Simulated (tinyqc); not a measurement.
# Gate-all-around wire, scale length and short-channel effects: what changes with what

A round wire of diameter ts in an insulator shell of thickness ti under a surrounding gate. Below threshold the potential that source and drain add obeys Laplace's equation and vanishes on the gate. Its lowest mode decays along the channel as exp(-k y); k is the smallest positive root of the matching condition at the interface, and the scale length is Lambda = pi/k.

Values chosen for this exercise; permittivities: semiconductor made up, insulator close to that of hafnium oxide:
- T = 350 K (temperature)
- eps_r = 11.5 (relative permittivity of the semiconductor)
- ei = 21.4 (relative permittivity of the insulator)
- ti = 5.1 nm (insulator thickness)
- ts = 3.2 nm (wire diameter)
- L = 25 nm (channel length)
- Vbi = 0.91 V (potential of the source)
- sT = 0.53 V (potential of the barrier top at threshold)
- Vds = 0.7 V (drain voltage)

Constants: q = 1.602176634e-19 C, kB = 1.380649e-23 J/K, Vt = kB T/q. Results are converted to the units shown.

Each table varies one quantity; the others keep the values above.

## Effect of the drain voltage

k is the smallest positive root of f(k) = ei J0(u)[J1(u) Y0(v) - Y1(u) J0(v)] - eps_r J1(u)[J0(u) Y0(v) - Y0(u) J0(v)], u = k ts/2, v = u + k ti. Along the channel psi(y) = s + a exp(y/l) + b exp(-y/l) with psi(0) = Vbi, psi(L) = Vbi + Vds and l = 1/k = Lambda/pi; with A = Vbi - s, B = A + Vds, x = exp(-L/l): a = (B - A x) x/(1 - x^2), b = (A - B x)/(1 - x^2). The minimum is s + 2 sqrt(a b), at y = (l/2) ln(b/a). The long-channel potential follows the gate as s = sT + (Vg - VTL)/m, and the threshold VT is the gate voltage at which the minimum equals sT. Swing = m Vt ln 10/g at threshold, g = d(minimum)/ds = 1 - (b x + a)/((1 + x) sqrt(a b)). DIBL = [VT(0.05 V) - VT(Vds)]/(Vds - 0.05 V). sT and Vbi are held fixed; m = 1.

The same in every row: Lambda (nm) = 8.3783; L/Lambda = 2.9839.

Result of one run:

| Vds (V) | VT - VTL at Vds (mV) | DIBL (mV/V) | swing (mV/decade) |
|---|---|---|---|
| 0.8 | -12.607 | 6.6922 | 70.962 |

What becomes of these results when the drain voltage Vds is changed from 0.8 to 0.65 V, all else the same?

Result of the changed run:

| Vds (V) | VT - VTL at Vds (mV) | DIBL (mV/V) | swing (mV/decade) |
|---|---|---|---|
| 0.65 | -11.771 | 6.9710 | 70.914 |

The whole series:

| Vds (V) | VT - VTL at Vds (mV) | DIBL (mV/V) | swing (mV/decade) |
|---|---|---|---|
| 0.2 | -8.8162 | 8.1865 | 70.780 |
| 0.35 | -9.8964 | 7.6937 | 70.820 |
| 0.5 | -10.873 | 7.2987 | 70.866 |
| 0.65 | -11.771 | 6.9710 | 70.914 |
| 0.8 | -12.607 | 6.6922 | 70.962 |
| 0.95 | -13.394 | 6.4507 | 71.011 |
| 1.1 | -14.139 | 6.2384 | 71.058 |

As Vds goes from 0.2 to 1.1 V, Lambda stays at 8.38 nm, DIBL falls from 8.19 to 6.24 mV/V and the swing stays near 70.9 mV a decade. In every row the semiconductor is under 4 nm thick, where quantum confinement shifts the threshold.

## Effect of the relative permittivity of the insulator

Same model as above.

Effect of the relative permittivity of the insulator:

| ei | Lambda (nm) | L/Lambda | VT - VTL at Vds (mV) | DIBL (mV/V) | swing (mV/decade) |
|---|---|---|---|---|---|
| 3.9 | 10.338 | 2.4182 | -30.215 | 17.325 | 73.138 |
| 5.7 | 9.5872 | 2.6076 | -22.143 | 12.666 | 72.160 |
| 8.5 | 9.0419 | 2.7649 | -17.153 | 9.7959 | 71.552 |
| 12 | 8.7187 | 2.8674 | -14.538 | 8.2951 | 71.233 |
| 18 | 8.4598 | 2.9552 | -12.624 | 7.1987 | 70.999 |
| 27 | 8.2896 | 3.0158 | -11.454 | 6.5288 | 70.856 |
| 40 | 8.1804 | 3.0561 | -10.739 | 6.1199 | 70.768 |

As ei goes from 3.9 to 40, Lambda falls from 10.3 to 8.18 nm, DIBL falls from 17.3 to 6.12 mV/V and the swing falls from 73.1 to 70.8 mV a decade. On average Lambda goes as ei^(-0.10). In every row the semiconductor is under 4 nm thick, where quantum confinement shifts the threshold.

## Effect of the insulator thickness

Same model as above.

Result of one run:

| ti (nm) | Lambda (nm) | L/Lambda | VT - VTL at Vds (mV) | DIBL (mV/V) | swing (mV/decade) |
|---|---|---|---|---|---|
| 3.7 | 6.479 | 3.859 | -3.004 | 1.707 | 69.82 |

What becomes of these results when the insulator thickness ti is changed from 3.7 to 4.8 nm, all else the same?

Result of the changed run:

| ti (nm) | Lambda (nm) | L/Lambda | VT - VTL at Vds (mV) | DIBL (mV/V) | swing (mV/decade) |
|---|---|---|---|---|---|
| 4.8 | 7.973 | 3.136 | -9.457 | 5.387 | 70.61 |

The whole series:

| ti (nm) | Lambda (nm) | L/Lambda | VT - VTL at Vds (mV) | DIBL (mV/V) | swing (mV/decade) |
|---|---|---|---|---|---|
| 1.7 | 3.770 | 6.632 | -0.03832 | 0.02176 | 69.45 |
| 2.2 | 4.435 | 5.638 | -0.1828 | 0.1038 | 69.47 |
| 2.9 | 5.387 | 4.641 | -0.8757 | 0.4973 | 69.56 |
| 3.7 | 6.479 | 3.859 | -3.004 | 1.707 | 69.82 |
| 4.8 | 7.973 | 3.136 | -9.457 | 5.387 | 70.61 |
| 6.3 | 9.993 | 2.502 | -26.33 | 15.08 | 72.67 |
| 8.2 | 12.53 | 1.995 | -61.67 | 35.66 | 76.91 |

As ti goes from 1.7 to 8.2 nm, Lambda rises from 3.77 to 12.5 nm, DIBL rises from 0.0218 to 35.7 mV/V and the swing rises from 69.5 to 76.9 mV a decade. On average Lambda goes as ti^(0.76). In every row the semiconductor is under 4 nm thick, where quantum confinement shifts the threshold.

tinyqc, about 0.01 s, one thread, Intel Xeon 2.30GHz (shared host): `OMP_NUM_THREADS=1 python tinyqc.py 2420025 2420026 out.jsonl`
